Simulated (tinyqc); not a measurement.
Space-charge-limited current with shallow traps: two steps of the calculation.

One carrier type, drift only, an injecting contact at x = 0 (zero field) and thickness L. The share th = y/(1 + y), y = (Nc/Nt) exp(-Et/kB T), of the injected charge is free: J = q mu n F, eps0 eps_r dF/dx = q (n - n0)/th.

Inputs (values chosen for the exercise): temperature T = 250 K; relative permittivity eps_r = 11.4; mobility mu = 1.1 cm^2/(V s); thickness L = 530 nm; band density of states Nc = 9.9e20 cm^-3; trap density Nt = 3.4e17 cm^-3; trap depth Et = 0.48 eV; free carrier density in equilibrium n0 = 6.7e8 cm^-3; voltage V = 6.5 V.

Constants: q = 1.602176634e-19 C, kB = 1.380649e-23 J/K, Vt = kB T/q, eps0 = 8.8541878128e-14 F/cm where lengths are in cm. Results are converted to the units shown.

Problem 1. Limits and characteristic voltages. Ohmic J = q n0 mu V/L; Mott-Gurney J = (9/8) th eps0 eps_r mu V^2/L^3; they cross at Vx = 8 q n0 L^2/(9 th eps0 eps_r); traps fill at V_TFL = q Nt L^2/(2 eps0 eps_r).

Find: th; ohmic J; Mott-Gurney J; Vx; V_TFL.

Solution 1.

th = 6.1345e-7
ohmic J = 1.4482e-5 A/cm^2
Mott-Gurney J = 2.1746e-4 A/cm^2
Vx = 0.43286 V
V_TFL = 75.798 V

Problem 2. The exact current. Exact: with u = n0/n(L), w = -u - ln(1 - u) and v = -u - u^2/2 - ln(1 - u), V = (q n0 L^2/(th eps0 eps_r)) v/w^2 and J = q^2 n0^2 mu L/(th eps0 eps_r w). v/w^2 falls steadily with u, so u follows by bisection.

Find: v/w^2; u; w; J; exit field over V/L.

Solution 2.

v/w^2 = 13.348
u = 0.094332
w = 0.0047505
J = 2.2838e-4 A/cm^2
exit field over V/L = 1.4877

J is 1.5 % below the plain sum of the two limits; the exit field lies between the ohmic 1 and the Mott-Gurney 1.5.

Range of the model: Diffusion and a field-dependent mobility are left out. With injecting contacts the diffusion current, about 4 pi^2 Vt th eps0 eps_r mu V/L^3, equals the Mott-Gurney current at V = 35 kB T/q (0.9 V at 300 K), so the drift-only result needs V well above that.

Program tinyqc, `OMP_NUM_THREADS=1 python tinyqc.py 2370063 2370064 out.jsonl`; Intel Xeon 2.30GHz, shared host, one thread, about 0.01 s.
